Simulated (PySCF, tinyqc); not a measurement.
CIS on RHF in the sto-3g basis, frozen core, for BeH+, spin multiplicity 1, step by step. The lowest restricted solution is unstable here: a spin-polarised one lies 0.0046 hartree lower (PySCF). Computed by tinyqc, a small Python program that keeps every step (integrals from PySCF). Settings: charge = 1, multiplicity = 1, basis = sto-3g, method = RHF, frozen orbitals = 1, energy threshold = 1e-10, iteration cap = 88, orthogonalisation = canonical, start = atomic densities, DIIS depth = 6. Command: `OMP_NUM_THREADS=1 python tinyqc.py 22269 22270 out.jsonl` (the two numbers bound the seeds that draw the settings). One thread of a shared host (Intel(R) Xeon(R) Processor @ 2.60GHz), about 0.1 s of CPU time with the checks. The early iterations of the SCF are left out here.

## One-electron integrals

Geometry (angstrom):
```
atom         x         y         z
Be    0.000000  0.000000  0.000000
H     0.000000  0.000000  1.791000
```

Basis sto-3g: exponents (1/bohr^2) and contraction coefficients of normalised primitives:
```
element  l (shell)   exponent  coefficient
Be           s (1)  30.167871     0.154329
Be           s (1)   5.495115     0.535328
Be           s (1)   1.487193     0.444635
Be           s (2)   1.314833    -0.099967
Be           s (2)   0.305539     0.399513
Be           s (2)   0.099371     0.700115
Be           p (3)   1.314833     0.155916
Be           p (3)   0.305539     0.607684
Be           p (3)   0.099371     0.391957
H            s (1)   3.425251     0.154329
H            s (1)   0.623914     0.535328
H            s (1)   0.168855     0.444635
```

Overlap, kinetic and nuclear-attraction integrals over the contracted functions; the nuclear repulsion is the sum of Za Zb / Rab.

nuclear repulsion = 1.18185865 hartree

overlap S, order 1Be 1s, 1Be 2s, 1Be 2px, 1Be 2py, 1Be 2pz, 2H 1s:
$$\begin{pmatrix}
1.000000 & 0.259517 & 0.000000 & 0.000000 & 0.000000 & 0.025774 \\
0.259517 & 1.000000 & 0.000000 & 0.000000 & 0.000000 & 0.294398 \\
0.000000 & 0.000000 & 1.000000 & 0.000000 & 0.000000 & 0.000000 \\
0.000000 & 0.000000 & 0.000000 & 1.000000 & 0.000000 & 0.000000 \\
0.000000 & 0.000000 & 0.000000 & 0.000000 & 1.000000 & 0.379447 \\
0.025774 & 0.294398 & 0.000000 & 0.000000 & 0.379447 & 1.000000
\end{pmatrix}$$

kinetic energy T (hartree), order 1Be 1s, 1Be 2s, 1Be 2px, 1Be 2py, 1Be 2pz, 2H 1s:
$$\begin{pmatrix}
6.693975 & -0.033012 & 0.000000 & 0.000000 & 0.000000 & -0.007646 \\
-0.033012 & 0.211111 & 0.000000 & 0.000000 & 0.000000 & 0.018333 \\
0.000000 & 0.000000 & 0.660592 & 0.000000 & 0.000000 & 0.000000 \\
0.000000 & 0.000000 & 0.000000 & 0.660592 & 0.000000 & 0.000000 \\
0.000000 & 0.000000 & 0.000000 & 0.000000 & 0.660592 & 0.074949 \\
-0.007646 & 0.018333 & 0.000000 & 0.000000 & 0.074949 & 0.760032
\end{pmatrix}$$

nuclear attraction V (hartree), order 1Be 1s, 1Be 2s, 1Be 2px, 1Be 2py, 1Be 2pz, 2H 1s:
$$\begin{pmatrix}
-14.856557 & -1.975924 & 0.000000 & 0.000000 & -0.010076 & -0.195557 \\
-1.975924 & -2.603659 & 0.000000 & 0.000000 & -0.100305 & -0.687074 \\
0.000000 & 0.000000 & -2.561505 & 0.000000 & 0.000000 & 0.000000 \\
0.000000 & 0.000000 & 0.000000 & -2.561505 & 0.000000 & 0.000000 \\
-0.010076 & -0.100305 & 0.000000 & 0.000000 & -2.631920 & -0.864212 \\
-0.195557 & -0.687074 & 0.000000 & 0.000000 & -0.864212 & -2.407200
\end{pmatrix}$$

core Hamiltonian H = T + V (hartree), order 1Be 1s, 1Be 2s, 1Be 2px, 1Be 2py, 1Be 2pz, 2H 1s:
$$\begin{pmatrix}
-8.162582 & -2.008936 & 0.000000 & 0.000000 & -0.010076 & -0.203203 \\
-2.008936 & -2.392548 & 0.000000 & 0.000000 & -0.100305 & -0.668741 \\
0.000000 & 0.000000 & -1.900914 & 0.000000 & 0.000000 & 0.000000 \\
0.000000 & 0.000000 & 0.000000 & -1.900914 & 0.000000 & 0.000000 \\
-0.010076 & -0.100305 & 0.000000 & 0.000000 & -1.971328 & -0.789263 \\
-0.203203 & -0.668741 & 0.000000 & 0.000000 & -0.789263 & -1.647168
\end{pmatrix}$$

## Two-electron integrals

Functions are numbered as in S; the eight-fold symmetry (ij|kl) = (ji|kl) = (kl|ij) leaves the list below.

Two-electron integrals (ij|kl) in chemists' order, unique and non-zero (hartree):
```
(11|11) 2.298831   (21|11) 0.392036   (21|21) 0.079539   (22|11) 0.570988
(22|21) 0.143041   (22|22) 0.417683   (31|31) 0.014607   (32|31) 0.021888
(32|32) 0.092265   (33|11) 0.569578   (33|21) 0.143083   (33|22) 0.417589
(33|33) 0.449859   (41|41) 0.014607   (42|41) 0.021888   (42|42) 0.092265
(43|43) 0.024249   (44|11) 0.569578   (44|21) 0.143083   (44|22) 0.417589
(44|33) 0.401360   (44|44) 0.449859   (51|51) 0.014607   (52|51) 0.021888
(52|52) 0.092265   (53|53) 0.024249   (54|54) 0.024249   (55|11) 0.569578
(55|21) 0.143083   (55|22) 0.417589   (55|33) 0.401360   (55|44) 0.401360
(55|55) 0.449859   (61|11) 0.038398   (61|21) 0.007787   (61|22) 0.014135
(61|33) 0.014044   (61|44) 0.014044   (61|51) 0.000698   (61|52) 0.001318
(61|55) 0.014323   (61|61) 0.000800   (62|11) 0.121662   (62|21) 0.031077
(62|22) 0.102903   (62|33) 0.098694   (62|44) 0.098694   (62|51) 0.003985
(62|52) 0.027194   (62|55) 0.111220   (62|61) 0.003368   (62|62) 0.042826
(63|31) 0.002438   (63|32) 0.012318   (63|53) 0.004365   (63|63) 0.003249
(64|41) 0.002438   (64|42) 0.012318   (64|54) 0.004365   (64|64) 0.003249
(65|11) 0.142320   (65|21) 0.036710   (65|22) 0.126809   (65|33) 0.119474
(65|44) 0.119474   (65|51) 0.006294   (65|52) 0.041693   (65|55) 0.141343
(65|61) 0.004102   (65|62) 0.059102   (65|65) 0.083100   (66|11) 0.295069
(66|21) 0.076513   (66|22) 0.284824   (66|33) 0.265761   (66|44) 0.265761
(66|51) 0.009898   (66|52) 0.091368   (66|55) 0.322575   (66|61) 0.008364
(66|62) 0.159889   (66|65) 0.231334   (66|66) 0.774606
```

## Orthogonalisation

S = U s U^T; canonical form X = U s^(-1/2), so that X^T S X = 1. Each column of U has its largest component positive (the first on a tie).

eigenvalues of S: [0.497599, 0.798349, 1.000000, 1.000000, 1.184078, 1.519974]

X, order 1Be 1s, 1Be 2s, 1Be 2px, 1Be 2py, 1Be 2pz, 2H 1s:
$$\begin{pmatrix}
0.322595 & 0.757123 & 0.000000 & 0.000000 & 0.586446 & 0.234168 \\
-0.717956 & -0.560121 & 0.000000 & 0.000000 & 0.439992 & 0.416607 \\
0.000000 & 0.000000 & 0.879234 & -0.476390 & 0.000000 & 0.000000 \\
0.000000 & 0.000000 & 0.476390 & 0.879234 & 0.000000 & 0.000000 \\
-0.710589 & 0.533945 & 0.000000 & 0.000000 & -0.498533 & 0.386325 \\
0.940844 & -0.283757 & 0.000000 & 0.000000 & -0.241849 & 0.529399
\end{pmatrix}$$

Within a degenerate level the vectors are fixed only up to a rotation; this is one choice.

## Iteration 9 (converged): orbitals

converged F (hartree), order 1Be 1s, 1Be 2s, 1Be 2px, 1Be 2py, 1Be 2pz, 2H 1s:
$$\begin{pmatrix}
-4.990527 & -1.401882 & 0.000000 & 0.000000 & 0.016528 & -0.141132 \\
-1.401882 & -0.847093 & 0.000000 & 0.000000 & -0.098578 & -0.379091 \\
0.000000 & 0.000000 & -0.124977 & 0.000000 & 0.000000 & 0.000000 \\
0.000000 & 0.000000 & 0.000000 & -0.124977 & 0.000000 & 0.000000 \\
0.016528 & -0.098578 & 0.000000 & 0.000000 & -0.235056 & -0.328334 \\
-0.141132 & -0.379091 & 0.000000 & 0.000000 & -0.328334 & -0.415810
\end{pmatrix}$$

Diagonalise F' = X^T F X, C = X C', fill 2 alpha and 2 beta electrons from the bottom; D = 2 C_occ C_occ^T. Each column has its largest component positive (the first on a tie).

F' = X^T F X (hartree):
$$\begin{pmatrix}
-0.036051 & -0.547726 & 0.000000 & 0.000000 & -0.479971 & -0.218612 \\
-0.547726 & -1.926021 & 0.000000 & 0.000000 & -1.990061 & -0.871935 \\
0.000000 & 0.000000 & -0.124977 & 0.000000 & 0.000000 & 0.000000 \\
0.000000 & 0.000000 & 0.000000 & -0.124977 & 0.000000 & 0.000000 \\
-0.479971 & -1.990061 & 0.000000 & 0.000000 & -2.611409 & -1.192110 \\
-0.218612 & -0.871935 & 0.000000 & 0.000000 & -1.192110 & -1.211071
\end{pmatrix}$$

orbital energies (hartree): MO1 -4.993311, MO2 -0.653092, MO3 -0.252917, MO4 -0.124977, MO5 -0.124977, MO6 0.114766

coefficients C, order 1Be 1s, 1Be 2s, 1Be 2px, 1Be 2py, 1Be 2pz, 2H 1s:
$$\begin{pmatrix}
0.992997 & -0.199230 & -0.199158 & 0.000000 & 0.000000 & 0.103237 \\
0.026096 & 0.654381 & 0.736276 & 0.000000 & 0.000000 & -0.474713 \\
0.000000 & 0.000000 & 0.000000 & -0.653901 & 0.756580 & 0.000000 \\
0.000000 & 0.000000 & 0.000000 & 0.756580 & 0.653901 & 0.000000 \\
-0.001971 & 0.258202 & -0.589238 & 0.000000 & 0.000000 & -0.879740 \\
-0.002848 & 0.498474 & -0.371816 & 0.000000 & 0.000000 & 0.957981
\end{pmatrix}$$

D after iteration 9, order 1Be 1s, 1Be 2s, 1Be 2px, 1Be 2py, 1Be 2pz, 2H 1s:
$$\begin{pmatrix}
2.051469 & -0.208917 & 0.000000 & 0.000000 & -0.106798 & -0.204277 \\
-0.208917 & 0.857790 & 0.000000 & 0.000000 & 0.337821 & 0.652235 \\
0.000000 & 0.000000 & 0.000000 & 0.000000 & 0.000000 & 0.000000 \\
0.000000 & 0.000000 & 0.000000 & 0.000000 & 0.000000 & 0.000000 \\
-0.106798 & 0.337821 & 0.000000 & 0.000000 & 0.133344 & 0.257425 \\
-0.204277 & 0.652235 & 0.000000 & 0.000000 & 0.257425 & 0.496970
\end{pmatrix}$$

Within a degenerate level the vectors are fixed only up to a rotation; this is one choice.

## Convergence

Stop when the energy changes by less than 1e-10 hartree and every element of the error matrix X^T (F D S - S D F) X is below 3e-06.

Course of the cycle:
```
iteration   E (hartree)     change  largest element of the error matrix
1          -12.60682556          -                             1.69e-01
2          -14.57771390  -1.97e+00                             8.81e-02
3          -14.60723726  -2.95e-02                             5.03e-02
4          -14.61474890  -7.51e-03                             7.59e-03
5          -14.61500252  -2.54e-04                             3.27e-03
6          -14.61501873  -1.62e-05                             1.08e-04
7          -14.61501878  -5.41e-08                             9.80e-06
8          -14.61501878  -4.83e-10                             2.46e-07
9          -14.61501878  -3.61e-13                             9.55e-09
```

PySCF RHF in the same basis = -14.61501878 hartree

Converged in 9 iterations.

## Integrals over molecular orbitals

(pq|rs) = sum C_ip C_jq C_kr C_ls (ij|kl), one index at a time.

one-electron integrals over orbitals h = C^T H C (hartree):
$$\begin{pmatrix}
-8.153128 & 0.172440 & 0.194401 & 0.000000 & 0.000000 & -0.064823 \\
0.172440 & -1.997347 & -0.065976 & 0.000000 & 0.000000 & 0.232856 \\
0.194401 & -0.065976 & -1.868883 & 0.000000 & 0.000000 & -0.093787 \\
0.000000 & 0.000000 & 0.000000 & -1.900914 & 0.000000 & 0.000000 \\
0.000000 & 0.000000 & 0.000000 & 0.000000 & -1.900914 & 0.000000 \\
-0.064823 & 0.232856 & -0.093787 & 0.000000 & 0.000000 & -1.650159
\end{pmatrix}$$

Two-electron integrals over orbitals (pq|rs), unique and non-zero (hartree); the lowest 1 orbital is frozen and left out:
```
(22|22) 0.460145    (32|22) -0.065974   (32|32) 0.061141    (33|22) 0.326265
(33|32) 0.032796    (33|33) 0.429026    (42|42) 0.045481    (43|42) 0.034440
(43|43) 0.048575    (44|22) 0.349262    (44|32) 0.039134    (44|33) 0.383493
(44|44) 0.449859    (52|52) 0.045481    (53|52) 0.034440    (53|53) 0.048575
(54|54) 0.024249    (55|22) 0.349262    (55|32) 0.039134    (55|33) 0.383493
(55|44) 0.401360    (55|55) 0.449859    (62|22) 0.022106    (62|32) -0.055319
(62|33) -0.010636   (62|44) -0.068781   (62|55) -0.068781   (62|62) 0.118172
(63|22) -0.056842   (63|32) 0.056997    (63|33) 0.051619    (63|44) 0.035585
(63|55) 0.035585    (63|62) -0.060330   (63|63) 0.073694    (64|42) -0.025737
(64|43) -0.008135   (64|64) 0.022474    (65|52) -0.025737   (65|53) -0.008135
(65|65) 0.022474    (66|22) 0.466420    (66|32) -0.070066   (66|33) 0.353965
(66|44) 0.352309    (66|55) 0.352309    (66|62) 0.049262    (66|63) -0.060505
(66|66) 0.504001
```

## CIS matrix, singlets

A(ia,jb) = (e_a - e_i) d_ij d_ab + 2 (ia|jb) - (ij|ab).

CIS matrix A, singlet (hartree), order 2>3, 2>4, 2>5, 2>6:
$$\begin{pmatrix}
0.196192 & 0.000000 & 0.000000 & -0.053796 \\
0.000000 & 0.269815 & 0.000000 & 0.000000 \\
0.000000 & 0.000000 & 0.269815 & 0.000000 \\
-0.053796 & 0.000000 & 0.000000 & 0.537783
\end{pmatrix}$$

## CIS singlet states

dipole integrals <i|r|a> (bohr), order 2>3, 2>4, 2>5, 2>6:
$$\begin{pmatrix}
0.000000 & 0.000000 & -1.179898 \\
-0.594122 & 0.687415 & 0.000000 \\
0.687415 & 0.594122 & 0.000000 \\
0.000000 & 0.000000 & 0.827257
\end{pmatrix}$$

Diagonalise A (1 hartree = 27.211386 eV); each vector has its largest component positive (the first on a tie). The transition dipole is mu = sqrt2 sum c_ia <i|r|a>.

singlet excitation energies (eV): [5.113575, 7.342047, 7.342047, 14.858919]

lowest vectors, order 2>3, 2>4, 2>5, 2>6:
$$\begin{pmatrix}
0.988384 & 0.000000 & 0.000000 & -0.151978 \\
0.000000 & 0.994542 & 0.104338 & 0.000000 \\
0.000000 & -0.104338 & 0.994542 & 0.000000 \\
0.151978 & 0.000000 & 0.000000 & 0.988384
\end{pmatrix}$$

oscillator strengths 2/3 w |mu|^2: [0.271250, 0.296984, 0.296984, 0.723662]

Within a degenerate level the vectors are fixed only up to a rotation; this is one choice.

## CIS matrix, triplets

A(ia,jb) = (e_a - e_i) d_ij d_ab - (ij|ab).

CIS matrix A, triplet (hartree), order 2>3, 2>4, 2>5, 2>6:
$$\begin{pmatrix}
0.073910 & 0.000000 & 0.000000 & 0.056842 \\
0.000000 & 0.178853 & 0.000000 & 0.000000 \\
0.000000 & 0.000000 & 0.178853 & 0.000000 \\
0.056842 & 0.000000 & 0.000000 & 0.301439
\end{pmatrix}$$

## CIS triplet states

Diagonalise A (1 hartree = 27.211386 eV); each vector has its largest component positive (the first on a tie).

triplet excitation energies (eV): [1.646299, 4.866841, 4.866841, 8.567468]

lowest vectors, order 2>3, 2>4, 2>5, 2>6:
$$\begin{pmatrix}
0.973281 & 0.000000 & 0.000000 & 0.229615 \\
0.000000 & -0.666032 & 0.745923 & 0.000000 \\
0.000000 & 0.745923 & 0.666032 & 0.000000 \\
-0.229615 & 0.000000 & 0.000000 & 0.973281
\end{pmatrix}$$

Within a degenerate level the vectors are fixed only up to a rotation; this is one choice.
